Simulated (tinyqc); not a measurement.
Specific resistance of a metal-semiconductor contact and its transmission-line measurement. Inputs raised by 5 %, one at a time. Computed by tinyqc, a small Python program. Command: `OMP_NUM_THREADS=1 python tinyqc.py 3000016 3000017 out.jsonl contact sens`. One thread of a shared host (Intel(R) Xeon(R) Processor @ 2.30GHz), about 0.02 s of CPU time with the checks.

The barrier is parabolic (depletion approximation), energies E are normal energies counted from the band edge in the neutral semiconductor (downwards for holes), and the bias is zero. xi is an input, held fixed when other inputs move.

Inputs (values chosen for the exercise, modelled on n-type In0.53Ga0.47As): tunnelling mass m = 0.039 m_0; permittivity eps = 13.9; Richardson constant A* = 5.22 A/(cm^2 K^2); barrier height phi_B = 0.16 eV; doping N = 1.2e+19 1/cm^3; Fermi level above the band edge in the bulk, xi = 0.32 eV; temperature T = 300 K; sheet resistance R_sh = 74 ohm; contact length d = 4.3 micrometre; contact width W = 11 micrometre.

Image-force lowering: included.

Constants: hbar = 1.054571817e-34 J s; eps_0 = 8.8541878128e-12 F/m; m_0 = 9.1093837015e-31 kg; k_B = 8.617333262e-05 eV/K; e = 1.602176634e-19 C.

Method:
- E_00 = (e hbar/2) sqrt(N/(eps eps_0 m)); band bending E_b = phi_B + xi; depletion width w = sqrt(2 eps eps_0 E_b/(e^2 N)). Image lowering d_phi = (e^3 N E_b/(8 pi^2 (eps eps_0)^3))^(1/4) (E_b in volts), and E_b - d_phi replaces E_b everywhere except in w.
- WKB transmission for E < E_b, with a = E/E_b: D = exp{-(E_b/E_00) [sqrt(1 - a) - a ln((1 + sqrt(1 - a))/sqrt(a))]}; D = 1 above.
- At zero bias 1/rho_c = (e A*/k_B^2) int D(E) f(E) dE, f = 1/(1 + exp((E - xi)/k_B T)); 200 Gauss-Legendre points from 0 to E_b, and k_B T ln(1 + exp((xi - E_b)/k_B T)) for the part above the barrier; the share of tunnelling is the part below.
- Transmission-line model: transfer length L_T = sqrt(rho_c/R_sh); R_c = (R_sh L_T/W) coth(d/L_T). Limits: rho_c/(W d) for d << L_T, sqrt(rho_c R_sh)/W for d >> L_T.

Runs; columns: (1) input moved; (2) from; (3) to; (4) specific contact resistance rho_c (ohm cm^2); (5) contact resistance R_c (ohm); (6) transfer length L_T (micrometre); (7) depletion width (nm):
```
(1)                                (2)       (3)        (4)     (5)     (6)    (7)
base run                             -         -  1.320e-08  0.8986  0.1336  7.839
tunnelling mass m (m_0)          0.039   0.04095  1.344e-08  0.9067  0.1348  7.839
permittivity eps                  13.9    14.595  1.379e-08  0.9185  0.1365  8.033
barrier height phi_B (eV)         0.16     0.168  1.385e-08  0.9202  0.1368  7.904
doping N (1/cm^3)              1.2e+19  1.26e+19  1.286e-08  0.8869  0.1318  7.650
temperature T (K)                  300       315  1.316e-08  0.8972  0.1334  7.839
sheet resistance R_sh (ohm)         74      77.7  1.320e-08  0.9208  0.1304  7.839
contact length d (micrometre)      4.3     4.515  1.320e-08  0.8986  0.1336  7.839
```

Exponents ln(y'/y) / ln(x'/x):
```
input                  specific contact resistance rho_c  contact resistance R_c  transfer length L_T  depletion width
tunnelling mass m                                  0.366                   0.183                0.183            0.000
permittivity eps                                   0.897                   0.448                0.448            0.500
barrier height phi_B                               0.974                   0.487                0.487            0.169
doping N                                          -0.536                  -0.268               -0.268           -0.500
temperature T                                     -0.063                  -0.031               -0.031            0.000
sheet resistance R_sh                              0.000                   0.500               -0.500            0.000
contact length d                                   0.000                   0.000                0.000            0.000
```

Which inputs matter most for each result?

Among the inputs moved here: specific contact resistance rho_c answers most in size to barrier height phi_B (exponent +0.974), next to permittivity eps (+0.897); its exponent is below 0.0005 for sheet resistance R_sh, contact length d. Contact resistance R_c answers most in size to sheet resistance R_sh (exponent +0.500), next to barrier height phi_B (+0.487); its exponent is below 0.0005 for contact length d. Its exponent +0.500 in sheet resistance R_sh: a long contact. Its exponent 0.000 in contact length d: a long contact. Transfer length L_T answers most in size to sheet resistance R_sh (exponent -0.500), next to barrier height phi_B (+0.487); its exponent is below 0.0005 for contact length d. Depletion width answers most in size to permittivity eps (exponent +0.500), and about equally to doping N (-0.500); its exponent is below 0.0005 for tunnelling mass m, temperature T, sheet resistance R_sh, contact length d. Its exponent -0.500 in doping N: the depletion approximation.
